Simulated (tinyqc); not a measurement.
From results back to parameters: Kronig-Penney superlattice by transfer matrices. Three cases, with inputs chosen for the exercise.

Problem. The bottom of the first miniband was computed from a hidden barrier width b.

Wells (width a, potential 0, mass mw) alternate with barriers (width b, height V0, mass mb); period d = a + b; c = hbar^2/2m0. The vector (psi, psi'/m) is continuous, and a layer of thickness t carries it by M = [[cos kt, (m/k) sin kt], [-(k/m) sin kt, cos kt]] with k = sqrt(m (E - V)/c); for E < V, k = i kappa gives [[cosh, (m/kappa) sinh], [(kappa/m) sinh, cosh]] of kappa t. A Bloch state obeys cos(q d) = tr(Mb Mw)/2.

Constants: hbar^2/2m0 = 3.80998211 eV angstrom^2.

Find: k; kappa; tanh(kappa b/2); b.

Method. At q = 0 the lowest state is even about the centres of well and barrier: cos(kz) joins cosh, so (k/mw) tan(k a/2) = (kappa/mb) tanh(kappa b/2), which gives b.

Case 1.

Values chosen (near those of a non-polar GaN superlattice with barriers of AlGaN; not measured data):
- a = 47 angstrom (well width)
- V0 = 0.42 eV (barrier height)
- mw = 0.198 m0 (mass in the wells)
- mb = 0.234 m0 (mass in the barriers)

bottom of band 1 = 0.0462292 eV

Solution.

k = 0.04902 1/angstrom
kappa = 0.15151 1/angstrom
tanh(kappa b/2) = 0.8586
b = 17.0 angstrom

Case 2.

Values chosen (near those of a GaAs superlattice with barriers of AlGaAs; not measured data):
- a = 118 angstrom (well width)
- V0 = 0.138 eV (barrier height)
- mw = 0.0677 m0 (mass in the wells)
- mb = 0.0811 m0 (mass in the barriers)

bottom of band 1 = 0.0171167 eV

Solution.

k = 0.01744 1/angstrom
kappa = 0.05073 1/angstrom
tanh(kappa b/2) = 0.6842
b = 33.0 angstrom

Case 3.

Values chosen (near those of a non-polar GaN superlattice with barriers of AlN; not measured data):
- a = 12 angstrom (well width)
- V0 = 1.913 eV (barrier height)
- mw = 0.202 m0 (mass in the wells)
- mb = 0.317 m0 (mass in the barriers)

bottom of band 1 = 0.4058453 eV

Solution.

k = 0.14669 1/angstrom
kappa = 0.35412 1/angstrom
tanh(kappa b/2) = 0.7866
b = 6.0 angstrom

Computed by tinyqc, one run a case: `OMP_NUM_THREADS=1 python tinyqc.py N N+1 out.jsonl` with N = 1281069, 1281096, 1281185; one thread of a shared Intel(R) Xeon(R) Processor @ 2.30GHz, about 0.2 s a run at most.
